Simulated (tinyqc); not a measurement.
Donor near an oxide interface in a gate field (two-state model), step by step. Values are carried at full precision from step to step, so a last printed digit may differ when a step is redone from the rounded ones.

Interface at z = 0 (hard wall), donor at z = d, field F pulling electrons to the interface: potential e F z; 1 kV/cm = 1e-5 eV/angstrom, c = hbar^2/2m0, q = e^2/(4 pi eps0), Q = (eps - eo)/(eps + eo). Donor state: E_D = e F d - ED - q Q/(4 eps d), the last term joining the images of ion and electron. Interface state: z exp(-b z/2) exp(-rho^2/(2 L^2)) with E_z = c b^2/(4 mz) + 3 e F/b + q Q b/(8 eps), minimised over b; in the plane at z = 3/b the ion (distance D = d - 3/b) and its image (D' = d + 3/b) give E_rho = c/(mt L^2) - (q/eps)(sqrt(pi)/L)[erfcx(D/L) + Q erfcx(D'/L)], erfcx(x) = exp(x^2) erfc(x), minimised over L. E_I = E_z + E_rho.

Constants: hbar^2/2m0 = 3.80998211 eV angstrom^2; e^2/(4 pi eps0) = 14.39964547 eV angstrom.

Values chosen for the exercise (near those of a donor in Si below SiO2, static dielectric constants; the results hold for these values, not for the real material): d = 80 angstrom (depth of the donor); ED = 31.4 meV (bulk binding energy); mz = 0.916 m0 (mass across the interface); mt = 0.19 m0 (mass in the plane); eps = 11.2 (dielectric constant of the semiconductor); eo = 3.9 (dielectric constant of the oxide); F = 76.8 kV/cm (field in the semiconductor); aD = 19.2 angstrom (donor radius); v = 0.58 (valley factor).

## The interface state across the interface

Solve c b/(2 mz) - 3 e F/b^2 + q Q/(8 eps) = 0; give Q, b, the three terms of E_z and <z> = 3/b.

Q = 0.4834
b = 0.09240 1/angstrom

kinetic, field and image terms (meV): 8.88  24.93  7.18

<z> = 32.5 angstrom

The image pushes the electron away from the oxide; without it <z> would be 29.0 angstrom.

## Binding in the plane

Give D, D', the best L, both terms and E_rho.

D, D' (angstrom): 47.5  112.5

L = 65.5 angstrom

kinetic and Coulomb terms (meV): 4.67  -22.82

E_rho = -18.15 meV

The bottom of the well lies at -32.6 meV, so the level is 44 % of the way up; L/D = 1.38. Above the critical field the ionised donor would thus still hold its electron as a dot at the interface.

## Where the electron sits

The two states couple by t = t0 exp(-D/aD) with t0 = q/(eps aD) (2 aD/L) sqrt(aD b/2) v, v a valley factor; this form is an estimate. With detuning u = E_D - E_I the splitting is sqrt(u^2 + 4 t^2) and the lower state has weight (1 - u/sqrt(u^2 + 4 t^2))/2 on the donor.

Give E_D, E_I, t, the splitting and the donor weight.

E_D, E_I (meV): 28.10  22.85

t = 1.80 meV
splitting = 6.37 meV
donor weight = 0.088

The electron is at the interface; the contact hyperfine coupling scales with the donor weight. With this t, the tunnelling time pi hbar/(2t) at a crossing would be 0.573 ps (hbar = 6.58212e-16 eV s); here the detuning is 2.91 t.

## Critical field

Find F at which E_D = E_I; compare the rule e F d = ED. The crossing width is 4t/(e D), with t and D formed anew at that field.

critical field = 64.7 kV/cm
ED/(e d) = 39.2 kV/cm
width = 18 kV/cm

The confinement energy E_z = 36.9 meV raises the field needed and the attraction E_rho = -18.5 meV lowers it; the result is 1.65 times the simple rule.

## Checks

- E_z without images against 1.5 x 6^(2/3)/2 (c (e F)^2/mz)^(1/3), meV: both 33.40.
- E_rho from the radial equation in the full Coulomb well against the Gaussian trial function, meV: -18.3 against -18.1.

(tinyqc, `OMP_NUM_THREADS=1 python tinyqc.py 1280632 1280633 out.jsonl`, Intel(R) Xeon(R) Processor @ 2.30GHz, 1 thread, shared host, about 0.09 s.)
